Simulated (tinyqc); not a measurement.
# Changing the plasma density n_e

Model: ion-assisted plasma etching: sheath, surface coverage, synergy and aspect-ratio dependence. Computed by tinyqc, a small Python program. Command: `OMP_NUM_THREADS=1 python tinyqc.py 3022361 3022362 out.jsonl etch sweep`. One thread of a shared host (Intel(R) Xeon(R) Processor @ 2.30GHz), about 0.01 s of CPU time with the checks.

Radicals adsorb on bare sites; ions remove covered sites with a high yield and bare sites by sputtering; a slow spontaneous reaction acts everywhere, walls included.

Inputs (values chosen for the exercise, close to those used for silicon dioxide in a fluorocarbon plasma):
```
quantity                                value       unit
electron temperature T_e                  3.4         eV
ion mass M_i                               69          u
sheath voltage V                          770          V
radical density n                     1.4e+12     1/cm^3
radical mass M_n                           50          u
gas temperature T_g                       300          K
sticking coefficient s                   0.41          -
radicals per removed unit x                 2          -
yield slope b                            0.17  eV^(-1/2)
threshold E_th                            8.6         eV
sputter slope b_p                       0.016  eV^(-1/2)
sputter threshold E_p                      28         eV
spontaneous reaction probability k_c    2e-05          -
solid density N                       2.2e+22     1/cm^3
ion temperature T_i                      0.68         eV
```

Feature: long trench.

Constants: e = 1.602176634e-19 C; u = 1.6605390666e-27 kg; k_B = 1.380649e-23 J/K; eps_0 = 8.8541878128e-12 F/m.

Method:
- Bohm speed u_B = sqrt(e T_e/M_i); ion flux G_i = 0.61 n_e u_B; radical flux G_n = n c/4 with c = sqrt(8 k_B T_g/(pi M_n)).
- Debye length lambda_D = sqrt(eps_0 T_e/(e n_s)) with n_s = 0.61 n_e, T_e in volts; Child-law sheath d = (sqrt2/3) lambda_D (2 V/T_e)^(3/4); ion energy E = V + T_e/2; angular spread = arctan(sqrt(T_i/E)).
- Yields: Y = b (sqrt(E) - sqrt(E_th)) on covered sites, Y_p = b_p (sqrt(E) - sqrt(E_p)) on bare ones (zero below threshold).
- Steady coverage: s G_n (1 - theta) = x Y G_i theta; removal flux = Y G_i theta + Y_p G_i (1 - theta) + k_c G_n; rate = flux/N, 1 cm/s = 6e8 nm/min.
- Lateral rate = k_c G_n/N; anisotropy = 1 - lateral/vertical; synergy = vertical/(ions alone + radicals alone), with ions alone Y_p G_i/N and radicals alone the lateral rate.

One run for each value:
```
plasma density n_e (1/cm^3)  vertical rate (nm/min)  coverage theta  anisotropy  sheath thickness (um)
2.00e+09                                       22.1         0.69474     0.99969                  18164
4.30e+09                                       36.6         0.51423     0.99981                  12388
9.50e+09                                       55.5         0.32393     0.99988                   8334
2.10e+10                                       79.9         0.17814     0.99991                   5605
4.50e+10                                      116.7         0.09186     0.99994                   3829
2.10e+11                                      336.5         0.02122     0.99998                   1773
4.60e+11                                      663.6         0.00980     0.99999                   1198
1.00e+12                                     1368.7         0.00453     1.00000                    812
```

Give the missing row, plasma density n_e (1/cm^3) = 9.70e+10.

Computed row:
```
plasma density n_e (1/cm^3)  vertical rate (nm/min)  coverage theta  anisotropy  sheath thickness (um)
9.70e+10                                      187.6         0.04482     0.99996                   2608
```

Interpolating between the two neighbouring rows (the first column on a logarithmic scale, the others too where they are positive) misses most in vertical rate (nm/min), by 5.5 %. Over the rows, vertical rate (nm/min) rises from 22.1 to 1370 (exponent d ln y / d ln x 0.66 between the first rows and 0.93 between the last); coverage theta falls from 0.695 to 0.00453 (exponent d ln y / d ln x -0.39 between the first rows and -0.99 between the last); anisotropy rises from 0.99969 to 1.00000. At the high end the exponent of vertical rate is 0.93, close to 1: ions limit the rate. The exponent of sheath thickness stays at -0.50: the sheath scales with the Debye length. More ions strip the radicals, so control passes from ions to radicals.

Caution (rows 2.00e9, 4.30e9, 9.50e9, 2.10e10, 4.50e10, 9.70e10): a sheath of several millimetres is collisional at usual pressures, which lowers the ion energy and widens the angles.
